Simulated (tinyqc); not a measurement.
# Off-state leakage of single and stacked transistors, step by step

Computed by the program tinyqc: `OMP_NUM_THREADS=1 python tinyqc.py 2242101 2242102 out.jsonl`, one thread of a shared Intel Xeon 2.30GHz, about 0.04 s for the whole run. Printed values are rounded.

n-channel devices of unit width. Subthreshold current I(Vg, Vs, Vd) = I0 (T/300 K)^0.5 exp[(Vg - Vs - VT(T) - gb (Vs - Vb) + dd (Vd - Vs))/(nf Vt)] (1 - exp(-(Vd - Vs)/Vt)), VT(T) = VT - cT (T - 300 K). Gate-edge tunnelling Ig (Vd/1 V) exp(ag (Vd - 1 V)), for a gate at 0 V, and band-to-band leakage Ab u exp(-Bb/u), u = Vd - Vb + 1 V, flow at a drain held at V; both are taken as independent of T. In a stack of off transistors (all gates at 0 V) the same subthreshold current passes through each.

Values chosen for this exercise; values of the order met in bulk silicon logic transistors: temperature T = 398 K; supply voltage V = 0.7 V; threshold at 300 K, zero drain and body bias VT = 0.26 V; fall of the threshold with temperature cT = 0.8 mV/K; current at threshold at 300 K I0 = 0.4 uA/um; slope factor nf = 1.5; drain-induced lowering per volt dd = 0.07; rise of the threshold per volt of source-body bias gb = 0.11; gate-edge tunnelling current at 1 V Ig = 0.0007 uA/um; exponential slope of the gate current ag = 5.3 1/V; prefactor of band-to-band leakage at the drain Ab = 60 uA/(um V); its exponential voltage Bb = 27 V; body voltage Vb = -0.3 V.

Constants: q = 1.602176634e-19 C, kB = 1.380649e-23 J/K, Vt = kB T/q. Results are converted to the units shown.

## Leakage of one transistor

Vg = Vs = 0, Vd = V; effective threshold VT(T) - gb Vb - dd V.

effective threshold = 0.1656 V
parts (nA/um): subthreshold 18.4277, gate edge 0.0999235, band-to-band 0.164515
total = 18.6922 nA/um
shares (%): subthreshold 98.5853, gate edge 0.534574, band-to-band 0.880128

The subthreshold part is the largest.

## Starting value

Vx = dd V/(1 + gb + 2 dd), the solution for Vx well above Vt, rounded to three decimals.

Vx at the start = 0.039 V

## Iteration 1: new Vx

Stack of two, Vx the node between them: I_low = I(0, 0, Vx), I_up = I(0, Vx, V), f = ln(I_up/I_low), f' = -(1 + gb + 2 dd)/(nf Vt) - 1/(Vt (exp(Vx/Vt) - 1)) - 1/(Vt (exp((V - Vx)/Vt) - 1)), Vx(new) = Vx - f/f'.

I_low = 5.09219 nA/um
I_up = 7.53319 nA/um
f = 0.391610
f' = -38.0652 1/V
Vx after iteration 1 = 0.0492879 V

## Iteration 2: new Vx

As before.

I_low = 5.79589 nA/um
I_up = 5.94973 nA/um
f = 0.0261971
f' = -33.3852 1/V
Vx after iteration 2 = 0.0500726 V

## Iteration 3: new Vx

As before.

I_low = 5.84299 nA/um
I_up = 5.84361 nA/um
f = 1.05693e-4
f' = -33.1175 1/V
Vx after iteration 3 = 0.0500758 V

## Course of the iteration

Stop when the step is below 1e-11 V, or after 40 iterations.

Course of the iteration:
```
iteration  Vx before the step (V)  step (V)
1                           0.039    0.0103
2                       0.0492879   7.85e-4
3                       0.0500726   3.19e-6
4                       0.0500758  5.15e-11
5                       0.0500758   < 1e-14
```

Converged in 5 iterations. The subthreshold current of the stack is 5.843 nA/um, 3.15 times less than that of one transistor (the drain leakage is unchanged); the estimate exp[dd V (1 + gb + dd)/((1 + gb + 2 dd) nf Vt)] gives 2.46.
